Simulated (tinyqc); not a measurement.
Worked calculation: strain, valley repopulation and piezoresistance in a many-valley conduction band. Computed by tinyqc, a small Python program that keeps every step. Command: `OMP_NUM_THREADS=1 python tinyqc.py 3025017 3025018 out.jsonl valleys walk`. One thread of a shared host (Intel(R) Xeon(R) Processor @ 2.30GHz), about 0.01 s of CPU time with the checks. Intermediate numbers are printed to about 6 digits and carried at full precision; extremes and crossings named in words are read from the listed rows.

Valleys are ellipsoids with mass m_l along the axis a and m_t across it, parabolic, with one constant relaxation time; strain shifts the valleys and leaves the masses alone. Currents are taken along [111], along the load, and along [1-10], across the load.

Inputs (values chosen for the exercise, modelled on silicon):
```
quantity,value,unit
longitudinal mass m_l,0.94,m_0
transverse mass m_t,0.189,m_0
shear deformation potential Xi_u,9.18,eV
dilation deformation potential Xi_d,1.1,eV
C11,165,GPa
C12,64.2,GPa
C44,78.8,GPa
stress X (tension positive),-80,MPa
electron density n,2e+15,1/cm^3
relaxation time tau,54,fs
temperature T,100,K
```

Valley axes: <100> (6 valleys in 3 pairs). Load: uniaxial [111].

Constants: k_B = 8.617333262e-05 eV/K; m_0 = 9.1093837015e-31 kg; k_B = 1.380649e-23 J/K; hbar = 1.054571817e-34 J s; e = 1.602176634e-19 C.

## Strain

Compliances S11 = (C11 + C12)/((C11 - C12)(C11 + 2 C12)), S12 = -C12/((C11 - C12)(C11 + 2 C12)), S44 = 1/C44; stress sigma_ij = X n_i n_j for the unit vector n of the load; e_xx = S11 sigma_xx + S12 (sigma_yy + sigma_zz), e_xy = S44 sigma_xy/2 (tensor strain).

strain tensor (%):
```
,x,y,z
x,-0.0090888,-0.0169205,-0.0169205
y,-0.0169205,-0.0090888,-0.0169205
z,-0.0169205,-0.0169205,-0.0090888
```

## Valley shifts

Herring-Vogt shift of a valley with unit axis a: dE = Xi_d tr(e) + Xi_u a.e.a.

shifts dE (meV): x -1.13429, y -1.13429, z -1.13429

splitting (highest minus lowest) = 0 meV

All valleys make the same angle with this load, so they shift alike and nothing repopulates.

## Populations

Each of the 6 valleys holds n_v = N_v (2/sqrt(pi)) F_1/2((E_F - dE_v)/(k_B T)), N_v = 2 (m_d k_B T/(2 pi hbar^2))^(3/2), m_d = (m_l m_t^2)^(1/3); E_F solves sum n_v = n and is counted from the unstrained edge. F_j(eta) = int_0^infinity x^j/(1 + exp(x - eta)) dx, without a gamma-function factor. It is evaluated after integrating by parts. Integrals over x = E/(k_B T) use 160 Gauss-Legendre points in u = sqrt(x) from 0 to sqrt(max(eta, 0) + 32).

Fermi level E_F = -69.0734 meV

share of the electrons (per pair): x 0.333333, y 0.333333, z 0.333333

## Mobility tensor and resistance change

Mobility tensor mu = e tau sum_v (n_v/n) [1/m_t + (1/m_l - 1/m_t) a a^T]; unstrained mu_0 = e tau (1/m_l + 2/m_t)/3; resistivity along d from the inverse tensor, rho_d = d.mu^-1.d/(n e), mobility along d = 1/(d.mu^-1.d); gauge pi_d = (rho_d/rho_0 - 1)/X.

mobility tensor (cm^2/(V s)):
```
,x,y,z
x,368.693,0.000,0.000
y,0.000,368.693,0.000
z,0.000,0.000,368.693
```

unstrained mobility mu_0 = 368.693 cm^2/(V s)

mobility along the first direction = 368.693 cm^2/(V s)

mobility along the second direction = 368.693 cm^2/(V s)

resistance change along the first direction = 0 %

resistance change along the second direction = 0 %

The mobility lies between e tau/m_l = 101 and e tau/m_t = 503; the trace stays at 3 mu_0.

## Linear piezoresistance coefficients

With eta_0 the reduced Fermi level without strain, r = F_-1/2(eta_0)/(2 F_1/2(eta_0)) (1 for a classical gas) and c = r (Xi_u/k_B T) (m_l - m_t)/(2 m_l + m_t): pi11 = -(2/3) c (S11 - S12), pi12 = -pi11/2, pi44 = 0, with S11 - S12 = 1/(C11 - C12).

eta_0 = -7.88400

degeneracy factor r = 0.999867

pi11 = -255.705 1e-11/Pa

pi12 = 127.853 1e-11/Pa

pi44 = 0 1e-11/Pa

The gas is classical, so the coefficients follow 1/T.

Checks made by the program: trace of the tensor against 3 mu_0 (relative difference below 1e-10); linear coefficients against the full calculation at 0.01 MPa (relative difference below 1e-10).
